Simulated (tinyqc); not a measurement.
Level and coupling from the resonance.

Question. One site of energy u is joined by hoppings -tc to two semi-infinite chains with hopping -t, t = 6.77 eV, and site energy 0. Each gives Sigma = tc^2 (E - i sqrt(4 t^2 - E^2))/(2 t^2) and Gamma = -2 Im Sigma; T(E) = 1 where E - u - 2 Re Sigma = 0. Find tc and u.

energy of full transmission = 2.2283253 eV
Gamma of one lead at that energy = 1.2485893 eV

Solution. Gamma = tc^2 sqrt(4 t^2 - E^2)/t^2 gives tc, and u = E (1 - tc^2/t^2).

tc = 2.070 eV
u = 2.020 eV

Computed by the program tinyqc: `OMP_NUM_THREADS=1 python tinyqc.py 2660121 2660122 out.jsonl`, one thread of a shared Intel Xeon 2.30GHz, about 0.02 s for the whole run.
